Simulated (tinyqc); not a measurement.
Inside a calculation. Model: millisecond and nanosecond annealing: surface heating, thermal budget and solid-phase regrowth. Computed by tinyqc, a small Python program that keeps every step. Command: `OMP_NUM_THREADS=1 python tinyqc.py 3021997 3021998 out.jsonl flash walk`. One thread of a shared host (Intel(R) Xeon(R) Processor @ 2.30GHz), about 0.02 s of CPU time with the checks. Intermediate numbers are printed to about 7 digits and carried at full precision; extremes and crossings named in words are read from the listed rows.

A square pulse heats the surface of a thick wafer with constant thermal properties; losses by radiation are neglected and silicon melts at 1414 C.

Inputs (values chosen for the exercise, modelled on hot silicon with phosphorus):
```
quantity                      value        unit
incident fluence              0.273      J/cm^2
pulse length t_p            5.2e-08           s
reflectance R                  0.54           -
thermal conductivity k         0.22    W/(cm K)
heat capacity per volume c      2.2  J/(cm^3 K)
preheat temperature T0          200           C
wafer thickness d               775          um
dopant prefactor D0            3.84      cm^2/s
dopant activation energy E     3.68          eV
regrowth prefactor v0       4.2e+08        cm/s
regrowth energy E_v            2.72          eV
amorphous layer                  31          nm
```

Source: pulsed laser.

Constants: k_B = 8.617333262e-05 eV/K.

## Peak temperature

Absorbed flux q = (1 - R) fluence/t_p; kappa = k/c. With f(z, t) = (2 q/k) sqrt(kappa t) ierfc(z/(2 sqrt(kappa t))), ierfc(x) = exp(-x^2)/sqrt(pi) - x erfc(x): T = T0 + f(z, t) during the pulse and T0 + f(z, t) - f(z, t - t_p) after it. At the surface the rise at the end of the pulse is 2 q sqrt(t_p/(pi k c)); the fluence that just melts the surface scales with (1414 - T0).

absorbed flux q = 2415000 W/cm^2

kappa = 0.1 cm^2/s

thermal length sqrt(kappa t_p) = 0.7211103 um

peak temperature = 1093.205 C

fluence at the melting threshold = 0.3710480 J/cm^2

The heated layer is 0.093 % of the wafer thickness, so the cold bulk quenches the surface. Caution: cold silicon conducts heat several times better than the constant k used here, so the real melting fluence is higher.

## Temperature in depth and time

The formulas are those given above.

Temperature (C):
```
t/t_p   surface  z = 0.5 thermal lengths     z = 1     z = 2
0.10    482.456                 246.8762  203.1209  200.0006
0.25    646.603                 358.0325  239.7806  200.7742
0.50    831.591                 513.1445  331.9021  213.4422
0.75    973.538                 641.3280  426.3782  241.6749
1.00   1093.205                 752.6649  516.0650  279.5612
1.10    854.345                 746.8630  547.2949  296.3686
1.50    662.357                 630.2799  547.8879  355.2474
2.00    569.978                 553.9968  510.2241  384.2430
4.00    439.334                 435.0545  422.6737  379.3736
10.00   344.947                 343.9954  341.1775  330.4468
```

One tenth of a pulse length after the end the surface has lost 239 C: cooling starts as sqrt(t - t_p), much faster than heating ends.

## Thermal budget

Temperatures in kelvin are T(C) + 273.15. Integrate exp(-E/(k_B T(t))) at the surface from 0 to 10 t_p (Gauss-Legendre, 60 points in sqrt(t) up to t_p and 60 in sqrt(t - t_p) after it). (Dt) = D0 x integral with E; regrowth = v0 x integral with E_v; effective time = integral/exp(-E/(k_B T_peak)).

budget (Dt) = 4.945399e-22 cm^2

diffusion length 2 sqrt(Dt) = 4.447650e-04 nm

effective time over t_p = 0.09278677

possible regrowth = 0.002506944 nm

Only 9.3 % of the pulse counts at the peak; the estimate 2 k_B T_peak^2/(E (T_peak - T0)) gives 9.8 %. The amorphous layer of 31 nm regrows only by 0.0081 % of its thickness. Caution: equilibrium diffusivities are used; implant damage enhances diffusion, and k and c vary with temperature. Caution: a diffusion length below the atomic spacing of 0.235 nm means about one jump per atom or fewer, so the profile does not change measurably.

## Same peak temperature, different pulse lengths

For each t_p the flux is set so that the peak temperature stays the same: q sqrt(t_p) is fixed.

Pulses:
```
t_p (s)   fluence (J/cm^2)    q (W/cm^2)  thermal length (um)  2 sqrt(Dt) (nm)  regrowth (nm)
1.00e-07      3.785829e-01  1.741481e+06         1.000000e+00     6.167781e-04   4.821046e-03
1.00e-06      1.197184e+00  5.507047e+05         3.162278e+00     1.950424e-03   4.821046e-02
1.00e-05      3.785829e+00  1.741481e+05         1.000000e+01     6.167781e-03   4.821046e-01
1.00e-04      1.197184e+01  5.507047e+04         3.162278e+01     1.950424e-02   4.821046e+00
3.00e-04      2.073584e+01  3.179495e+04         5.477226e+01     3.378233e-02   1.446314e+01
1.00e-03      3.785829e+01  1.741481e+04         1.000000e+02     6.167781e-02   4.821046e+01
3.00e-03      6.557248e+01  1.005445e+04         1.732051e+02     1.068291e-01   1.446314e+02
1.00e-02      1.197184e+02  5.507047e+03         3.162278e+02     1.950424e-01   4.821046e+02
```

Fluence and diffusion length grow as sqrt(t_p), regrowth as t_p. The layer of 31 nm regrows from t_p = 0.001 s on among these rows, at a diffusion length of 0.062 nm. Caution: the shortest pulses need a source absorbed within their thermal length, and the longest also heat the back of the wafer, which the thick-wafer formula leaves out.

Checks made by the program: heat stored at the end of the pulse against the absorbed fluence (relative difference below 1e-10).
